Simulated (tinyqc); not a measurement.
Moment against the Stoner parameter: Stoner model of a band ferromagnet.

Density of states per atom and spin: semi-elliptic, D(e) = (8 M/(pi W^2)) sqrt(W^2/4 - e^2). Levels e -/+ I m/2 for up and down spin, m = n_up - n_down, n_up + n_down = nd. At zero temperature e(N) is the energy below which N states lie, and E(m) = sum over spins of integral e D de - I m^2/4.

Inputs chosen for the exercise:
```
symbol  value  unit  meaning
W       5      eV    band width, e from -W/2 to W/2
M       5            states per atom and spin
nd      8.15         electrons per atom
```

Lowest state for each I.

Results:
```
I (eV)  I D(EF)  m (muB)  E - E(0) (meV)
0.56      0.609    0.000             0.0
0.74      0.805    0.000             0.0
0.83      0.903    0.000             0.0
0.92      1.001    0.244             0.0
1.01      1.099    1.719           -40.8
1.15      1.251    1.850          -158.0
1.38      1.502    1.850          -354.8
1.66      1.806    1.850          -594.4
```

A moment first appears at I = 0.92 eV of those listed, where I D(EF) = 1.001. It is saturated at 1.850 from I = 1.15 eV on.

Program tinyqc; command `OMP_NUM_THREADS=1 python tinyqc.py 1682678 1682679 out.jsonl`; about 0.3 s on one thread of a shared Intel(R) Xeon(R) Processor @ 2.30GHz.
